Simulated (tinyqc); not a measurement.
Cyclotron masses against the field direction: averaged masses of warped heavy- and light-hole bands.

Four-band hole energies E = c k^2 f(u), c = hbar^2/2m0, f = g1 -/+ 2 sqrt(g2^2 + 3 (g3^2 - g2^2) s), s = ux^2 uy^2 + uy^2 uz^2 + uz^2 ux^2 for the unit vector u; minus for heavy, plus for light holes; the mass along u is 1/f.

Inputs chosen for the exercise (out of a larger set: near those of GaP; not measured data): g1 = 4.04 (Luttinger gamma1); g2 = 0.49 (gamma2); g3 = 1.25 (gamma3).

For the central orbit m_cyc is the mean of 1/f(u) over the directions u normal to B (360 points on the circle). B lies in the (1-10) plane at the angle from [001]; 54.7 degrees is [111], 90 is [110].

Masses (m0):

| angle (degrees) | heavy | light |
|---|---|---|
| 0.0 | 0.4343 | 0.1765 |
| 15.0 | 0.4557 | 0.1724 |
| 30.0 | 0.5041 | 0.1653 |
| 45.0 | 0.5426 | 0.1606 |
| 54.7 | 0.5494 | 0.1597 |
| 70.0 | 0.5400 | 0.1616 |
| 90.0 | 0.5278 | 0.1654 |

The heavy mass is smallest at 0 and largest at 54.7 degrees of the angles listed, a spread of 27 %; the light mass varies by 10.5 %. The orbit normal to [001] has s between 0 and 1/4, the orbit normal to [111] has s = 1/4 all round, which gives 1/(g1 - sqrt(g2^2 + 3 g3^2)) = 0.5494. This is the classical limit; low Landau levels of holes depart from it.

Program tinyqc; command `OMP_NUM_THREADS=1 python tinyqc.py 1050702 1050703 out.jsonl`; about 0.02 s on one thread of a shared Intel(R) Xeon(R) Processor @ 2.30GHz.
